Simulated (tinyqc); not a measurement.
Front-illuminated p-i-n photodiode, quantum efficiency and bandwidth: one step of the calculation.

Light enters through a p layer (0 to xp), a depleted layer (xp to xp + wi) and a thick n substrate, decaying as exp(-al x); one pass, no back reflection. Carriers made in the depleted layer are all collected; those in the neutral layers diffuse.

Problem. Response at one frequency. Drift response for pairs made in the depleted layer, a = al wi, g = 1 - exp(-a), u = 2 pi i f, te = wi/ve, th = wi/vh: electrons He = [g - a (exp(-a) - exp(-u te))/(u te - a)]/(u te g), holes Hh = [g - a (1 - exp(-a - u th))/(a + u th)]/(u th g); C = eps0 eps_r pi (dia/2)^2/wi + Cp; total |He + Hh|/sqrt(1 + (2 pi f RL C)^2), for the current of the depleted layer alone.

Values chosen for this exercise; values close to those of gallium arsenide at this wavelength:
- al = 10200 1/cm (absorption coefficient)
- eps_r = 13.1 (relative permittivity)
- wi = 1 um (thickness of the depleted layer)
- ve = 8.11e6 cm/s (electron drift velocity)
- vh = 5.68e6 cm/s (hole drift velocity)
- dia = 120 um (diameter)
- RL = 50 ohm (load resistance)
- Cp = 40 fF (parasitic capacitance)
- f = 21 GHz (modulation frequency)

Constants: eps0 = 8.8541878128e-14 F/cm where lengths are in cm. Results are converted to the units shown.

Wanted: te; th; He; Hh; |He + Hh|; C; total response.

Solution.

te = 12.330 ps
th = 17.606 ps
He = 0.45108-0.29574i
Hh = 0.28024-0.22959i
|He + Hh| = 0.90044
C = 1351.8 fF
total response = 0.10034

The drift response alone falls to 1/sqrt(2) at 38.2 GHz and the RC term alone at 2.35 GHz; together they give 2.35 GHz for this part of the current; the diffusion currents, left out, respond on their own time scales.

Program tinyqc, `OMP_NUM_THREADS=1 python tinyqc.py 2250114 2250115 out.jsonl`; Intel Xeon 2.30GHz, shared host, one thread, about 0.01 s.
